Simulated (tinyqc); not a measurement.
Self-heating of a transistor with one or more fingers, with temperature-dependent conductivity: one step, computed by the program tinyqc. Command: `OMP_NUM_THREADS=1 python tinyqc.py 3009416 3009417 out.jsonl selfheat walk`. One thread of a shared host (Intel(R) Xeon(R) Processor @ 2.30GHz), about 0.05 s of CPU time with the checks.

N long parallel fingers lie on the top face of a slab whose bottom is held at T_0; the top is otherwise insulated, and heat flows in two dimensions. P in W/mm is 1000 P in W/m.

Question. Geometry factors. A line source of power P on the top face raises the top at distance x by (P/(pi kappa_0)) g(x), g(x) = -ln tanh(pi x/(4 t)) (the image sum for the slab). On a strip of width w the centre sees the mean of g over the strip, g_0 = 1 + ln(8 t/(pi w)) for w much below t.

Inputs (values chosen for the exercise, modelled on gallium arsenide): finger pitch s = 14 micrometre; width of the heat source w = 0.12 micrometre; substrate thickness t = 84 micrometre.

Power: power rises with temperature.

Give: own factor g_0; g(j s), j = 1..7.

Answer.

own factor g_0 = 8.4858

g(j s), j = 1..7: 2.0390  1.3627  0.9843  0.7330  0.5539  0.4219  0.3228
